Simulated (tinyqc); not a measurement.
# Fully depleted semiconductor-on-insulator film with two gates, non-linear Poisson equation by Newton steps: effects of single changes

One dimension across the film, front interface at x = 0, back interface at x = ts. psi is counted from the intrinsic level, n = ni exp(psi/Vt) (source grounded), holes neglected, acceptors ionised. Gates act through Cox = eps0 eox/tox and Cbox = 3.9 eps0/tb with potentials G1 = Vg - (phiM - chi - Vt ln(Nc/ni)) and G2 = Vb - (phiB - chi - Vt ln(Nc/ni)). Classical Boltzmann densities, no interface charge, no depletion in the back plane.

Parameters, values chosen for the exercise; band and dielectric values close to those of silicon:
```
symbol,value,unit,meaning
T,250,K,temperature
Eg,1.12,eV,band gap
eps_r,11.9,,relative permittivity
Nc,2.11e19,cm^-3,conduction-band density of states at T
Nv,1.99e19,cm^-3,valence-band density of states at T
chi,4.03,eV,electron affinity
eox,3.9,,relative permittivity of the gate insulator (close to silicon dioxide)
tox,1.8,nm,insulator thickness
ts,14,nm,film thickness
tb,18,nm,buried-oxide thickness (eps_r 3.9)
Na,3.4e16,cm^-3,acceptor density of the film
phiM,4.58,eV,work function of the front gate
phiB,4.08,eV,work function of the back plane
Vb,0,V,back-gate voltage
```

Constants: q = 1.602176634e-19 C, kB = 1.380649e-23 J/K, Vt = kB T/q, eps0 = 8.8541878128e-14 F/cm where lengths are in cm. Results are converted to the units shown.

Each table varies one quantity; the others keep the values above.

## Charge against front-gate voltage

ni = sqrt(Nc Nv) exp(-Eg/(2 Vt)), Eg in volts. The Poisson equation eps0 eps_r d2psi/dx2 = q (n + Na), with -eps0 eps_r dpsi/dx = Cox (G1 - psi) at x = 0 and eps0 eps_r dpsi/dx = Cbox (G2 - psi) at x = ts, is solved on 300 equal intervals with half boxes at both ends; N_inv is the trapezoid sum of n. Swing = ln 10/(d ln N_inv/dVg); the last column is (dN_inv/dVb)/(dN_inv/dVg).

Result of one run:
columns A: Vg (V); B: psi front (V); C: psi back (V); D: N_inv (cm^-2); E: centroid/ts; F: swing (mV/decade); G: q dN_inv/dVg over Cox; H: back/front leverage
```
A         B      C        D      E    F      G      H
0.93  0.585  0.473  4.26e12  0.128  918  0.892  0.101
```

What becomes of these results when the front-gate voltage Vg is changed from 0.93 to 0.03 V, all else the same?

Result of the changed run:
columns A: Vg (V); B: psi front (V); C: psi back (V); D: N_inv (cm^-2); E: centroid/ts; F: swing (mV/decade); G: q dN_inv/dVg over Cox; H: back/front leverage
```
A          B      C       D      E     F        G      H
0.03  0.0720  0.157  5.20e4  0.769  63.5  1.58e-7  0.280
```

The whole series:
columns A: Vg (V); B: psi front (V); C: psi back (V); D: N_inv (cm^-2); E: centroid/ts; F: swing (mV/decade); G: q dN_inv/dVg over Cox; H: back/front leverage
```
A          B      C        D       E       F        G       H
0.03  0.0720  0.157   5.20e4   0.769    63.5  1.58e-7   0.280
0.18   0.211  0.268   1.25e7   0.701    62.4  3.86e-5   0.259
0.33   0.350  0.378   3.28e9   0.608    62.4   0.0101   0.232
0.48   0.471  0.456  2.58e11   0.439     134    0.371   0.171
0.63   0.534  0.470  1.28e12   0.253     345    0.716   0.120
0.78   0.565  0.472  2.70e12   0.169     618    0.840   0.106
0.93   0.585  0.473  4.26e12   0.128     918    0.892   0.101
1.08   0.598  0.474  5.89e12   0.103  1.23e3    0.920  0.0982
1.23   0.609  0.474  7.56e12  0.0866  1.55e3    0.936  0.0966
```

N_inv passes 1e11 cm^-2 at Vg = 0.435 V. The swing starts at 63.5 mV a decade, against (1 + k) Vt ln 10 = 53.6 for a front channel with k = Cs Cbox/(Cox (Cs + Cbox)) = 0.0797, Cs = eps0 eps_r/ts; above threshold this column is no longer a subthreshold swing. The centroid falls from 0.769 to 0.0866 of ts and the leverage of the back gate falls from 0.280 to 0.0966. For Vg = 0.78, 0.93, 1.08, 1.23 the density at an interface exceeds 0.3 Nc, where Boltzmann statistics fail. For Vg = 0.78, 0.93, 1.08, 1.23 the classical centroid lies within 3 nm of an interface, where confinement, left out, would push it away.

## Threshold and coupling against the back-gate voltage

VT is the Vg for N_inv = 1e11 cm^-2; -dVT/dVb from the linearised equation. Limits with Cs = eps0 eps_r/ts: front channel Cs Cbox/(Cox (Cs + Cbox)), back channel Cbox (Cox + Cs)/(Cox Cs). Swing at N_inv = 1e8 cm^-2.

The same in every row: front-channel limit = 0.0797; back-channel limit = 0.355.

Result of one run:
```
Vb (V)  VT (V)  centroid/ts at VT  -dVT/dVb  swing (mV/decade)
0.75     0.235              0.880     0.312               65.7
```

What becomes of these results when the back-gate voltage Vb is changed from 0.75 to -0.75 V, all else the same?

Result of the changed run:
```
Vb (V)  VT (V)  centroid/ts at VT  -dVT/dVb  swing (mV/decade)
-0.75    0.540              0.136     0.110               55.5
```

The whole series:
```
Vb (V)    VT (V)  centroid/ts at VT  -dVT/dVb  swing (mV/decade)
-3         0.751             0.0345    0.0873               54.0
-2.25      0.685             0.0459    0.0898               54.1
-1.5       0.616             0.0685    0.0947               54.4
-0.75      0.540              0.136     0.110               55.5
0          0.435              0.507     0.196               62.0
0.75       0.235              0.880     0.312               65.7
1.5     -0.00991              0.941     0.334               66.4
2.25      -0.264              0.961     0.341               66.7
3         -0.521              0.971     0.345               66.8
```

As Vb goes from -3 to 3, VT falls from 0.751 to -0.521 V, the centroid rises from 0.0345 to 0.971 of ts and -dVT/dVb rises from 0.0873 to 0.345. The coupling covers 2.75 % of the way from the front-channel to the back-channel limit in the first row and 96.4 % in the last. A positive back bias draws the electrons to the back interface, where the back gate has more leverage and the front gate less, so the swing worsens.

tinyqc, about 0.4 s, one thread, Intel Xeon 2.30GHz (shared host): `OMP_NUM_THREADS=1 python tinyqc.py 2190020 2190021 out.jsonl`
